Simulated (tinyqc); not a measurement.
Wafer bonding and layer transfer: bond energy, gap closing, particles, bonding of dissimilar wafers and hydrogen blisters: one step, computed by the program tinyqc.

gamma is the energy per area of each of the two surfaces; plates are isotropic.

Question. Bond energy from the blade test. Two cantilevers opened by t_b: gamma = 3 t_b^2 E1 t1^3 E2 t2^3/(16 L^4 (E1 t1^3 + E2 t2^3)).

Inputs (values chosen for the exercise, for model wafers):

| quantity | value | unit |
|---|---|---|
| Young's modulus E1 | 135 | GPa |
| Young's modulus E2 | 410 | GPa |
| thickness t1 | 625 | micrometre |
| thickness t2 | 625 | micrometre |
| blade thickness t_b | 230 | micrometre |
| crack length L | 27.5 | mm |

Pair: two different wafers.

Give: bond energy gamma.

Answer.

bond energy gamma = 0.4300 J/m^2

An error of 5 % in L changes gamma by about 20 %. This is the level of partly covalent bonding.
